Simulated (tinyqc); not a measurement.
# Worked calculation: resistance of a source-drain extension with a graded tip

Computed by the program tinyqc: `OMP_NUM_THREADS=1 python tinyqc.py 2282013 2282014 out.jsonl`, one thread of a shared Intel Xeon 2.30GHz, about 0.05 s for the whole run. Printed values are rounded.

y runs along the channel, the gate covers y > 0. The doping is N0 for y < y0 and N0 10^(-(y - y0)/la) beyond, uniform over the depth xj. Sheet conductance s(y) = q mu(N) max(N - Nch, 0) xj + (for y > 0) ma Cox Vo, with mu(N) = u0 + (u1 - u0)/(1 + (N/Nr)^au) and Cox = eps0 eox/tox. Current is taken as one-dimensional; depletion of the tip, spreading and the contact are left out. The metallurgical junction lies at yj, where N = Nch.

Inputs (values chosen for the exercise); mobility law close to that of electrons in silicon: relative permittivity of the gate insulator (close to silicon dioxide) eox = 3.9; insulator thickness tox = 2.1 nm; active doping of the extension far from the gate N0 = 8.3e19 cm^-3; lateral abruptness la = 3.9 nm/decade; position under the gate where the fall begins (gate edge at 0) y0 = 2.2 nm; depth of the extension xj = 12 nm; channel doping Nch = 2.3e18 cm^-3; gate overdrive Vo = 0.52 V; mobility of the gate-induced layer ma = 240 cm^2/(V s); mobility at low doping u1 = 1414 cm^2/(V s); mobility at high doping u0 = 68.5 cm^2/(V s); reference doping Nr = 9.2e16 cm^-3; exponent au = 0.711; gate length Lg = 45 nm.

Constants: q = 1.602176634e-19 C, eps0 = 8.8541878128e-14 F/cm where lengths are in cm. Results are converted to the units shown.

## Sheet resistances and junction position

yj = y0 + la log10(N0/Nch); sheet resistance of the full extension 1/[q mu(N0)(N0 - Nch) xj] and of the gate-induced layer 1/(ma Cox Vo); metallurgical length Lg - 2 yj; ye is where the doped and the gate-induced conductances are equal.

yj = 8.27367 nm
sheet resistance of the extension = 815.080 ohm/square
sheet resistance of the induced layer = 4872.94 ohm/square
metallurgical length = 28.4527 nm
ye = 5.46511 nm
N at ye = 1.20746e19 cm^-3

The gate takes over 2.81 nm before the junction, where N is still 5.25 times the channel doping.

## Resistance of the overlapped part

Midpoint rule on 11 equal steps from 0 to yj: R_ov = sum h/s(y), per width.

```
point    y (nm)   N (cm^-3)  doped conductance (uS)  sheet resistance (ohm/square)
0      0.376076      8.3e19                 1226.87                        698.281
1       1.12823      8.3e19                 1226.87                        698.281
2       1.88038      8.3e19                 1226.87                        698.281
3       2.63253  6.42944e19                 967.350                        852.831
4       3.38468  4.12395e19                 642.342                        1179.86
5       4.13683  2.64517e19                 427.704                        1579.98
6       4.88898  1.69666e19                 283.858                        2044.69
7       5.64114  1.08827e19                 185.175                        2561.55
8       6.39329  6.98033e18                 114.943                        3123.46
9       7.14544  4.47731e18                 62.1314                        3740.47
10      7.89759  2.87182e18                 19.3197                        4453.66
```

R_ov = 16.270 ohm um

The exact integral is 16.291 ohm um; the coarse sum is 0.13 % below it.
